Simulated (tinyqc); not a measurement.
# MOSFET in saturation, small-signal circuit and noise: what changes with what

Bias by the inversion coefficient IC = I/Ispec (charge-based model with velocity saturation; weak inversion below 0.1, strong above 10). Common-source circuit: gm, gds, Cgs, Cgd and Cj at the inner nodes, Rg in series with the gate; quasi-static, no source or drain resistance, no gate-body capacitance, no substrate network, no induced gate noise, so fmax is an upper estimate.

Values chosen for this exercise: temperature T = 300 K; gate length L = 350 nm; total gate width W = 80 um; gate capacitance Cox = 1.63 uF/cm^2; mobility mu = 180 cm^2/(V s); slope factor n = 1.18; velocity-saturation length Ls = 15 nm; ratio gds/gm sg = 0.015; overlap and fringe capacitance per side Cov = 0.33 fF/um; drain junction capacitance Cj = 0.37 fF/um; sheet resistance of the gate Rsh = 10 ohm; finger width Wf = 0.5 um; gate contact and vertical resistance Rc = 300 ohm um; inversion coefficient IC = 0.18; short-channel excess of the noise factor gw = 0.04; oxide trap density Nt = 8.8e16 cm^-3 eV^-1; tunnelling length into the oxide lt = 0.1 nm; Coulomb scattering coefficient ac = 3000 V s/C.

Constants: q = 1.602176634e-19 C, kB = 1.380649e-23 J/K, Vt = kB T/q. Results are converted to the units shown.

Each table varies one quantity; the others keep the values above.

## Integrated noise against bandwidth

Ispec = 2 n mu Cox (W/L) Vt^2, lc = Ls/L, gms = [sqrt((lc IC + 1)^2 + 4 IC) - 1]/[2 + lc (lc IC + 1)], gm = gms Ispec/(n Vt), gds = sg gm. qs = [sqrt(1 + 4 IC) - 1]/2, Cgs = Cox W L qs (2 qs + 3)/(3 (qs + 1)^2) + Cov W, Cgd = Cov W, Cd = Cj W, Rg = Rsh (Wf/L)/(12 Nf) + Rc/W with Nf = W/Wf fingers (not rounded) contacted at both ends. Channel noise Sid = 4 kB T gam n gm with gam = (1/2 + (2/3) qs)/(1 + qs) + gw lc IC, qs = [sqrt(1 + 4 IC) - 1]/2, lc = Ls/L (the last term an empirical rise with velocity saturation); at the gate, white noise Sw = Sid/gm^2 + 4 kB T Rg. Number fluctuation with correlated mobility: S(f) = K/f, K = q^2 Vt lt Nt/(W L Cox^2) (1 + ac mu Cox I/gm)^2, Vt in eV with Nt per eV. Corner fc = K/Sw. Mean square from f1 = 100 Hz to B: Sw (B - f1) + K ln(B/f1).

Integrated noise against bandwidth:

| B (Hz) | spot noise at B (nV/Hz^0.5) | white part (uV rms) | 1/f part (uV rms) | total (uV rms) |
|---|---|---|---|---|
| 1000 | 29.217 | 0.13089 | 1.3863 | 1.3924 |
| 10000 | 10.124 | 0.43413 | 1.9605 | 2.0080 |
| 1e5 | 5.2329 | 1.3791 | 2.4011 | 2.7689 |
| 1e6 | 4.4578 | 4.3629 | 2.7725 | 5.1693 |
| 1e7 | 4.3727 | 13.797 | 3.0998 | 14.141 |
| 1e8 | 4.3641 | 43.632 | 3.3956 | 43.763 |
| 1e9 | 4.3633 | 137.98 | 3.6677 | 138.02 |

Read the table: what changes, and by how much?

The 1/f part adds the same power, K ln 10, in each decade and grows only from 1.39 to 3.67 uV; the white part grows as sqrt(B). It overtakes the 1/f part by B = 1e6 Hz among the rows, above the corner fc = 43800 Hz of the spot noise.

## Effect of the inversion coefficient on speed and noise

Same model as above.

fT = gm/(2 pi (Cgs + Cgd)), fmax = fT/(2 sqrt(Rg (gds + 2 pi fT Cgd))). Corner fc = K/Sw. IC is held fixed.

The same in every row: Rg (ohm) = 3.757.

Effect of the inversion coefficient on speed and noise:

| IC | I (uA) | fT (GHz) | fmax (GHz) | sqrt(Sw) (nV/Hz^0.5) | fc (MHz) |
|---|---|---|---|---|---|
| 0.03 | 3.173 | 0.2451 | 9.735 | 9.887 | 0.008481 |
| 0.1 | 10.58 | 0.5606 | 14.63 | 5.636 | 0.02619 |
| 0.3 | 31.73 | 0.9779 | 19.08 | 3.542 | 0.06684 |
| 1 | 105.8 | 1.654 | 24.37 | 2.292 | 0.1628 |
| 3 | 317.3 | 2.715 | 30.78 | 1.637 | 0.3305 |
| 10 | 1058 | 4.816 | 40.58 | 1.190 | 0.6719 |
| 30 | 3173 | 8.185 | 52.61 | 0.9293 | 1.236 |

What does the comparison show?

As IC goes from 0.03 to 30, fT rises from 0.245 to 8.19 GHz, fmax rises from 9.73 to 52.6 GHz, the white noise falls from 9.89 to 0.929 nV/Hz^0.5 and the corner rises from 0.00848 to 1.24 MHz. In every row fmax exceeds 4 fT, where channel resistance and substrate losses, left out here, would cap it.

## From weak to strong inversion

Same model as above.

The last column is the figure of merit (gm/I) fT.

From weak to strong inversion:

| IC | I (uA) | gm/I (1/V) | fT (GHz) | fmax (GHz) | (gm/I) fT (THz/V) |
|---|---|---|---|---|---|
| 0.01 | 1.058 | 32.45 | 0.09541 | 6.088 | 0.003096 |
| 0.03 | 3.173 | 31.83 | 0.2451 | 9.735 | 0.007801 |
| 0.1 | 10.58 | 29.98 | 0.5606 | 14.63 | 0.01681 |
| 0.3 | 31.73 | 26.31 | 0.9779 | 19.08 | 0.02573 |
| 1 | 105.8 | 20.13 | 1.654 | 24.37 | 0.03329 |
| 3 | 317.3 | 14.10 | 2.715 | 30.78 | 0.03828 |
| 10 | 1058 | 8.721 | 4.816 | 40.58 | 0.04200 |
| 30 | 3173 | 5.308 | 8.185 | 52.61 | 0.04344 |
| 100 | 1.058e4 | 2.898 | 14.30 | 69.31 | 0.04145 |

The efficiency gm/I falls from 32.5 to 2.90 1/V while fT rises from 0.0954 to 14.3 GHz; fT goes as IC^(0.86) at the start and IC^(0.46) at the end (1/2 for a long channel, 0 at full velocity saturation, which sets in near IC = 1/lc^2 = 544). Their product goes from 0.00310 through a maximum of 0.0434 (at IC = 30 among the rows listed) to 0.0414 THz/V. In every row fmax exceeds 4 fT, where channel resistance and substrate losses, left out here, would cap it.

## Effect of the overlap and fringe capacitance per side on speed and noise

Same model as above.

Corner fc = K/Sw. IC is held fixed.

The same in every row: I (uA) = 19.04; Rg (ohm) = 3.757; sqrt(Sw) (nV/Hz^0.5) = 4.363; fc (MHz) = 0.04384.

Result of one run:

| Cov (fF/um) | fT (GHz) | fmax (GHz) |
|---|---|---|
| 0.45 | 0.6557 | 13.52 |

What becomes of these results when the overlap and fringe capacitance per side Cov is changed from 0.45 to 0.05 fF/um, all else the same?

Result of the changed run:

| Cov (fF/um) | fT (GHz) | fmax (GHz) |
|---|---|---|
| 0.05 | 1.284 | 52.15 |

The whole series:

| Cov (fF/um) | fT (GHz) | fmax (GHz) |
|---|---|---|
| 0.05 | 1.284 | 52.15 |
| 0.15 | 1.036 | 28.78 |
| 0.25 | 0.8682 | 20.69 |
| 0.35 | 0.7471 | 16.32 |
| 0.45 | 0.6557 | 13.52 |
| 0.55 | 0.5842 | 11.57 |
| 0.65 | 0.5267 | 10.12 |

As Cov goes from 0.05 to 0.65 fF/um, fT falls from 1.28 to 0.527 GHz, fmax falls from 52.2 to 10.1 GHz, the white noise stays at 4.36 nV/Hz^0.5 and the corner stays at 0.0438 MHz. In every row fmax exceeds 4 fT, where channel resistance and substrate losses, left out here, would cap it.

Program tinyqc, `OMP_NUM_THREADS=1 python tinyqc.py 2150112 2150113 out.jsonl`; Intel Xeon 2.30GHz, shared host, one thread, about 0.01 s.
